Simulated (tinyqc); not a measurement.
Inside a calculation. Method: empirical pseudopotential in a few plane waves. One step of it, computed by the program tinyqc.

Task: Levels at G. Diagonalise the Hermitian matrix.

H(k) at G (eV), order +0+0+0, -1-1-1, -1-1+1, -1+1-1, -1+1+1, +1-1-1, +1-1+1, +1+1-1, +1+1+1, -2+0+0, +0-2+0, +0+0-2, +0+0+2, +0+2+0, +2+0+0:
```
[[0.000000, 2.472514, -2.472514, -2.472514, -2.472514, -2.472514, -2.472514, -2.472514, 2.472514, 0.000000, 0.000000, 0.000000, 0.000000, 0.000000, 0.000000],
 [2.472514, 11.478069, 0.000000, 0.000000, -0.598650, 0.000000, -0.598650, -0.598650, 0.000000, -2.472514, -2.472514, -2.472514, -0.846620, -0.846620, -0.846620],
 [-2.472514, 0.000000, 11.478069, 0.598650, 0.000000, 0.598650, 0.000000, 0.000000, -0.598650, -2.472514, -2.472514, 0.846620, 2.472514, -0.846620, -0.846620],
 [-2.472514, 0.000000, 0.598650, 11.478069, 0.000000, 0.598650, 0.000000, 0.000000, -0.598650, -2.472514, 0.846620, -2.472514, -0.846620, 2.472514, -0.846620],
 [-2.472514, -0.598650, 0.000000, 0.000000, 11.478069, 0.000000, 0.598650, 0.598650, 0.000000, 2.472514, -0.846620, -0.846620, -2.472514, -2.472514, 0.846620],
 [-2.472514, 0.000000, 0.598650, 0.598650, 0.000000, 11.478069, 0.000000, 0.000000, -0.598650, 0.846620, -2.472514, -2.472514, -0.846620, -0.846620, 2.472514],
 [-2.472514, -0.598650, 0.000000, 0.000000, 0.598650, 0.000000, 11.478069, 0.598650, 0.000000, -0.846620, 2.472514, -0.846620, -2.472514, 0.846620, -2.472514],
 [-2.472514, -0.598650, 0.000000, 0.000000, 0.598650, 0.000000, 0.598650, 11.478069, 0.000000, -0.846620, -0.846620, 2.472514, 0.846620, -2.472514, -2.472514],
 [2.472514, 0.000000, -0.598650, -0.598650, 0.000000, -0.598650, 0.000000, 0.000000, 11.478069, -0.846620, -0.846620, -0.846620, -2.472514, -2.472514, -2.472514],
 [0.000000, -2.472514, -2.472514, -2.472514, 2.472514, 0.846620, -0.846620, -0.846620, -0.846620, 15.304092, 0.598650, 0.598650, -0.598650, -0.598650, 0.000000],
 [0.000000, -2.472514, -2.472514, 0.846620, -0.846620, -2.472514, 2.472514, -0.846620, -0.846620, 0.598650, 15.304092, 0.598650, -0.598650, 0.000000, -0.598650],
 [0.000000, -2.472514, 0.846620, -2.472514, -0.846620, -2.472514, -0.846620, 2.472514, -0.846620, 0.598650, 0.598650, 15.304092, 0.000000, -0.598650, -0.598650],
 [0.000000, -0.846620, 2.472514, -0.846620, -2.472514, -0.846620, -2.472514, 0.846620, -2.472514, -0.598650, -0.598650, 0.000000, 15.304092, 0.598650, 0.598650],
 [0.000000, -0.846620, -0.846620, 2.472514, -2.472514, -0.846620, 0.846620, -2.472514, -2.472514, -0.598650, 0.000000, -0.598650, 0.598650, 15.304092, 0.598650],
 [0.000000, -0.846620, -0.846620, -0.846620, 0.846620, 2.472514, -2.472514, -2.472514, -2.472514, 0.000000, -0.598650, -0.598650, 0.598650, 0.598650, 15.304092]]
```

Give: eigenvalues.

Result:

eigenvalues (eV): [-3.0044, 6.0945, 6.0945, 6.0945, 9.4352, 10.8794, 10.8794, 10.8794, 14.1068, 14.1068, 16.2784, 20.0890, 20.0890, 20.0890, 21.5375]
